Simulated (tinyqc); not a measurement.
Via and link resistance from two via chains.

Inverse problem. A chain of 2000 vias joined by 2000 metal links has R = 2000 (Rv + Rlink), with Rlink proportional to the link length. Find Rv, Rlink for length L, and the value of Rv that the short chain would give if the links were ignored.

resistance of chains of 2000 links with link lengths L and 3 L (ohm): 45400  1.094e5

Answer. R per link is a straight line in the link length; its intercept at zero length is Rv.

Rv = 6.700 ohm
Rlink = 16.00 ohm
Rv without correction = 22.70 ohm

Computed by the program tinyqc: `OMP_NUM_THREADS=1 python tinyqc.py 2750073 2750074 out.jsonl`, one thread of a shared Intel Xeon 2.30GHz, about 0.01 s for the whole run.
